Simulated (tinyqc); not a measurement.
Worked calculation: band-to-band tunnelling across a p-n junction in a two-band chain. Values are carried at full precision from step to step, so a last printed digit may differ when a step is redone from the rounded ones.

Sites alternate A at -Eg/2 and C at +Eg/2 with hopping -t; near the edges, with k counted from the zone boundary pi/a, E^2 = (Eg/2)^2 + (t a k)^2, so t = sqrt(c Eg/m)/a gives the mass m, c = hbar^2/2m0. In the gap cosh(q a) = 1 + (Eg^2/4 - e^2)/(2 t^2), e the energy from the local mid-gap. The potential is V0 = Eg + ov on the p side (left), 0 on the n side, and falls linearly over the 2N sites of the junction, V_j = V0 (1 - j/(2N + 1)), j = 1 to 2N, site 1 being A. E = Eg/2 + x ov. A half chain that ends on a site of level e1 with neighbour e2 has g = (1 + z)/(E - e1), z = exp(-/+ i k a) the root with Im g < 0, cos(k a) = (E - e1)(E - e2)/(2 t^2) - 1. S_L = t^2 g (ending on C, shifted by V0), S_R = t^2 g (starting on A). T = 4 Im(S_L) Im(S_R) |G_(1,2N)|^2.

Constants: hbar^2/2m0 = 3.80998211 eV angstrom^2.

Parameters, chosen for this exercise (gap and mass near those of GaSb; shifted at random, so the results belong to these values and not to a real crystal):
- Eg = 0.724 eV (gap)
- m = 0.0415 m0 (mass of electron and light hole)
- a = 5 angstrom (period (two sites))
- ov = 0.45 eV (overlap: top of the valence band on the p side above the conduction edge on the n side)
- N = 3 (periods in the small junction)
- x = 0.49 (energy above the n-side conduction edge, as a share of ov)

## Hopping, field and tunnelling length

Form t, V0, E, the field F = V0/((2N + 1) a/2) (1 V/angstrom = 100 MV/cm) and the length Eg/F over which E lies in the gap.

t = 1.6306 eV
V0 = 1.1740 eV
E = 0.5825 eV
F = 6.709 MV/cm
tunnelling length = 10.79 angstrom

So short a junction keeps the matrix small; its field is above the 1 to 3 MV/cm of tunnel diodes.

## Self-energies of the two sides

Form cos(k a) and S for each side.

cos(k a): left -0.958847, right -0.960834

S_L, S_R (eV): [-0.11475-0.79169i, 0.11025-0.78009i]

## Recursive Green function

g_1 = 1/(E - e_1 - S_L); g_j = 1/(E - e_j - t^2 g_(j-1)), with S_R also subtracted at the last site; G_1j = G_1(j-1) (-t) g_j, G_11 = g_1; e_j is the site level plus V_j. The self-energies stand in the order S_L, S_R.

Sweep:
```
j  e_j (eV)       g_j (1/eV)      G_1j (1/eV)
1    0.6443   0.0841-1.2575i   0.0841-1.2575i
2    1.2006  -0.0708-0.2813i   0.5864-0.1066i
3    0.3089   0.5979-0.9679i  -0.4034+1.0295i
4    0.8651  -0.1849-0.2541i  -0.5481+0.1432i
5   -0.0266   0.6599-0.4051i   0.4953-0.5161i
6    0.5297  -0.2691-0.2758i   0.4495-0.0037i
```

T = 0.4992

## WKB for the same field

T = exp(-2 I/F), I = integral of q de across the gap. Continuum: q = sqrt(Eg^2/4 - e^2)/(t a), I = pi Eg^2/(8 t a). Lattice: q from the cosh formula, 12 Gauss-Legendre points in u with e = (Eg/2) sin(u), u from -pi/2 to pi/2. F in V/angstrom is the value in MV/cm over 100.

I (eV/angstrom): continuum 0.025248, lattice 0.025209

T by WKB: continuum 0.4711, lattice 0.4716

The chain gives 0.4992, 1.058 times the lattice WKB value; the exponent is only 0.75, and reflections at the two kinks of the potential count.

## Checks

- G_(1,2N) from the sweep against inversion of the whole matrix (size): both 0.44952.

(tinyqc, `OMP_NUM_THREADS=1 python tinyqc.py 1481299 1481300 out.jsonl`, Intel(R) Xeon(R) Processor @ 2.30GHz, 1 thread, shared host, about 0.01 s.)
